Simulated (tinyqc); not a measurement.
p-n diode, drift-diffusion by the Gummel loop with Scharfetter-Gummel fluxes: two steps of the calculation.

Abrupt junction at x = 0, p side from -Lp, n side to Ln, ohmic contacts. psi is counted from the intrinsic level; n = ni exp((psi - phin)/Vt), p = ni exp((phip - psi)/Vt). Contacts: p side psi = V - Vt ln(Na/ni), p = Na, n = ni^2/Na; n side psi = Vt ln(Nd/ni), n = Nd, p = ni^2/Nd. Constant mobilities, D = mu Vt, Boltzmann statistics, SRH recombination through a mid-gap level, U = (n p - ni^2)/(tp (n + ni) + tn (p + ni)). Current is positive from the p contact to the n contact.

Inputs (values chosen for the exercise); band and dielectric values close to those of indium phosphide: temperature T = 350 K; relative permittivity eps_r = 12.5; acceptor density of the p side Na = 5.4e16 cm^-3; donor density of the n side Nd = 1.2e16 cm^-3; hole mobility mup = 170 cm^2/(V s); SRH lifetime of electrons tn = 1e-9 s; SRH lifetime of holes tp = 6e-9 s; uniform generation rate G = 0 cm^-3 s^-1; bias of the p contact V = 1.05 V.

Constants: q = 1.602176634e-19 C, kB = 1.380649e-23 J/K, Vt = kB T/q, eps0 = 8.8541878128e-14 F/cm where lengths are in cm. Results are converted to the units shown.

Problem 1. Hole continuity. With psi and the new n held, F_i = (mup Vt/h_i) [p_(i+1) B(-d_i) - p_i B(d_i)], d_i = (psi_(i+1) - psi_i)/Vt, B(d) = d/(exp(d) - 1); solve F_i - F_(i-1) = w_i [(n_i p_i - ni^2)/den_i - G] for the new p, with den = tp (n + ni) + tn (p + ni) taken at the new n and the old p, h_i = x_(i+1) - x_i, w_i = (h_(i-1) + h_i)/2; phip = psi + Vt ln(p/ni).

```
node,x (nm),psi (V),new n (cm^-3),p after Poisson (cm^-3)
0,-790,0.51281484,18.286976,5.4e16
1,-519,0.50415235,3.1348245e15,7.1966121e16
2,-327,0.50412081,5.6915299e15,7.2041414e16
3,-191,0.50412184,7.5116292e15,7.2038962e16
4,-93.5,0.50418501,8.8372163e15,7.1888227e16
5,-24.5,0.50582925,1.0286355e16,6.8074076e16
6,24.5,0.52800393,2.2432127e16,3.2634758e16
7,98.1,0.52991833,2.4927623e16,3.0627691e16
8,209,0.52999516,2.6492827e16,3.0549773e16
9,375,0.52999606,2.8745685e16,3.0548857e16
10,625,0.52990426,3.2062402e16,3.0641985e16
11,1000,0.49182119,1.2e16,82.291394
```

ni = 9.9372870e8 cm^-3

Wanted: new p; phip after round 1.

Solution 1.

```
node,new p (cm^-3),phip after round 1 (V)
0,5.400e16,1.050
1,6.258e16,1.046
2,5.710e16,1.043
3,5.329e16,1.041
4,5.054e16,1.039
5,4.607e16,1.038
6,2.118e16,1.037
7,1.804e16,1.034
8,1.518e16,1.029
9,1.107e16,1.019
10,5.050e15,0.996
11,82.29,0.000
```

Problem 2. Poisson equation. With phin and phip held, solve a_i (psi_(i+1) - psi_i) - a_(i-1) (psi_i - psi_(i-1)) + q w_i (p_i - n_i + C_i) = 0 for the inner nodes by Newton steps to convergence; a_i = eps0 eps_r/h_i, h_i = x_(i+1) - x_i, w_i = (h_(i-1) + h_i)/2, C = -Na or +Nd.

```
node,x (nm),phin after round 1 (V),phip after round 1 (V)
0,-790,1.0500000,1.0500000
1,-519,0.0528168,1.0457868
2,-327,0.0347973,1.0429870
3,-191,0.0264295,1.0409103
4,-93.5,0.0215910,1.0393719
5,-24.5,0.0186555,1.0382257
6,24.5,0.0173146,1.0369604
7,98.1,0.0160476,1.0340292
8,209,0.0142877,1.0289081
9,375,0.0118271,1.0193707
10,625,0.0084418,0.9956233
11,1000,0.0000000,0.0000000
```

ni = 9.9372870e8 cm^-3

Wanted: psi; n after Poisson; p after Poisson.

Solution 2.

```
node,psi (V),n after Poisson (cm^-3),p after Poisson (cm^-3)
0,0.5128,18.29,5.400e16
1,0.5068,3.417e15,5.741e16
2,0.5029,5.465e15,5.946e16
3,0.5002,6.606e15,6.060e16
4,0.4985,7.325e15,6.097e16
5,0.5002,8.537e15,5.551e16
6,0.5308,2.462e16,1.930e16
7,0.5332,2.777e16,1.619e16
8,0.5305,2.692e16,1.494e16
9,0.5255,2.480e16,1.283e16
10,0.5157,2.003e16,8.084e15
11,0.4918,1.200e16,82.29
```

Program tinyqc, `OMP_NUM_THREADS=1 python tinyqc.py 2240146 2240147 out.jsonl`; Intel Xeon 2.30GHz, shared host, one thread, about 0.2 s.
